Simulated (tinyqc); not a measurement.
Worked calculation: plane-wave Kohn-Sham cycle with exchange-only LDA in a layered model solid. One step of it, computed by the program tinyqc.

Problem. Iteration 1: levels at that k. Diagonalise the Hermitian matrix.

H (hartree):
```
           -2         -1         +0         +1         +2
-2   0.991232  -0.345000   0.000000   0.000000   0.000000
-1  -0.345000   0.017898  -0.345000   0.000000   0.000000
+0   0.000000  -0.345000  -0.306546  -0.345000   0.000000
+1   0.000000   0.000000  -0.345000   0.017898  -0.345000
+2   0.000000   0.000000   0.000000  -0.345000   0.991232
```

Give: eigenvalues.

Solution.

eigenvalues (hartree): -0.684  -0.092  0.268  1.101  1.119
